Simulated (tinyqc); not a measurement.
Inside a calculation: double quantum well by finite differences. Values are carried at full precision from step to step, so a last printed digit may differ when a step is redone from the rounded ones.

Finite differences on points z_i at the centres of cells of width h: H_ii = (c/h^2)(1/m_(i-1/2) + 1/m_(i+1/2)) + V_i, H_(i,i+1) = -(c/h^2)/m_(i+1/2), where m_(i+1/2) is the mean of the masses at the two points (the end values are repeated outwards), psi = 0 on the points beyond both ends, c = hbar^2/2m0. The field adds e F (z - z0) with z0 the middle of the structure; 1 kV/cm = 1e-5 eV/angstrom.

Constants: hbar^2/2m0 = 3.80998211 eV angstrom^2.

Inputs chosen for the exercise (near those of a non-polar GaN well in AlGaN; not measured data): layers = ((20, 0.585, 0.247), (20, 0, 0.204), (10, 0.585, 0.247), (25, 0, 0.204), (20, 0.585, 0.247)) (each layer: thickness in angstrom, band edge in eV, mass in m0); F = 0 kV/cm (field along z); h = 5 angstrom (cell width of the coarse grid); hf = 0.3125 angstrom (cell width of the fine grid).

## The coarse grid

List the points, the potential with the field, and the masses.

Grid:
```
i   z (angstrom)  V (eV)  m (m0)
1            2.5  0.5850  0.2470
2            7.5  0.5850  0.2470
3           12.5  0.5850  0.2470
4           17.5  0.5850  0.2470
5           22.5  0.0000  0.2040
6           27.5  0.0000  0.2040
7           32.5  0.0000  0.2040
8           37.5  0.0000  0.2040
9           42.5  0.5850  0.2470
10          47.5  0.5850  0.2470
11          52.5  0.0000  0.2040
12          57.5  0.0000  0.2040
13          62.5  0.0000  0.2040
14          67.5  0.0000  0.2040
15          72.5  0.0000  0.2040
16          77.5  0.5850  0.2470
17          82.5  0.5850  0.2470
18          87.5  0.5850  0.2470
19          92.5  0.5850  0.2470
```

## The tridiagonal Hamiltonian

Form the diagonal and the neighbouring elements; V in the grid already includes the field.

diagonal H_ii (eV): 1.8190  1.8190  1.8190  1.8778  1.4229  1.4941  1.4941  1.4229  1.8778  1.8778  1.4229  1.4941  1.4941  1.4941  1.4229  1.8778  1.8190  1.8190  1.8190

H_(i,i+1) (eV): -0.6170  -0.6170  -0.6170  -0.6758  -0.7471  -0.7471  -0.7471  -0.6758  -0.6170  -0.6758  -0.7471  -0.7471  -0.7471  -0.7471  -0.6758  -0.6170  -0.6170  -0.6170

## Lowest levels on the coarse grid

Diagonalise the symmetric tridiagonal matrix; give the three lowest levels and the weights u_i^2 (sum 1) of the two lowest.

levels (eV): 0.1157  0.1639  0.4503

weights on the points:
```
             1      2      3      4      5      6      7      8      9     10     11     12
level 1  0.000  0.000  0.001  0.003  0.015  0.026  0.032  0.028  0.016  0.031  0.118  0.196
level 2  0.000  0.001  0.007  0.035  0.159  0.253  0.246  0.145  0.026  0.001  0.005  0.021

            13     14     15     16     17     18     19
level 1  0.223  0.185  0.103  0.021  0.004  0.001  0.000
level 2  0.035  0.036  0.023  0.005  0.001  0.000  0.000
```

## Halving the cell width

The same with h, h/2, ..., h/32. The end points move with h, since psi vanishes half a cell beyond the structure. Richardson value (4 E(h/32) - E(h/16))/3.

Convergence:
```
cell (angstrom)  points  E1 (eV)  E2 (eV)  E1 - finest (meV)
5.0000               19  0.11568  0.16386             -8.799
2.5000               38  0.12214  0.17259             -2.341
1.2500               76  0.12389  0.17493             -0.593
0.6250              152  0.12433  0.17554             -0.144
0.3125              304  0.12445  0.17569             -0.030
0.1562              608  0.12448  0.17573              0.000
```

Richardson values of E1, E2 (eV): 0.12449  0.17575

The coarse grid is 8.8 meV too low in E1. The last differences between rows shrink by a factor 3.9 (4 for a pure h^2 error, 2 for one linear in h).

## Positions and dipoles on the fine grid

With h sum psi^2 = 1: <z - z0> of three levels, |z_12| and |z_13|, the mass m1 from 1/m1 = <1|1/m|1>, and f_1j = (m1/c)(E_j - E_1) z_1j^2.

levels (eV): 0.1244  0.1757  0.4749

<z - z0> (angstrom): 11.5  -13.8  11.0

|z_12|, |z_13| (angstrom): 10.12  5.29

m1 = 0.2073 m0

f_12, f_13: 0.286  0.533

Parity is broken, so the 1-3 transition is allowed, with 1.9 times the strength of 1-2. E2 - E1 = 51.2 meV, a wavelength of 24.2 micrometre (hc = 1239.841984 eV nm).

## Checks

- E1 at zero field on the grid h/32 against transfer matrices between the same hard ends, eV: both 0.1245.

Run: tinyqc, `OMP_NUM_THREADS=1 python tinyqc.py 1281053 1281054 out.jsonl`; Intel(R) Xeon(R) Processor @ 2.30GHz, one thread, shared host; about 0.02 s of CPU time with all checks.
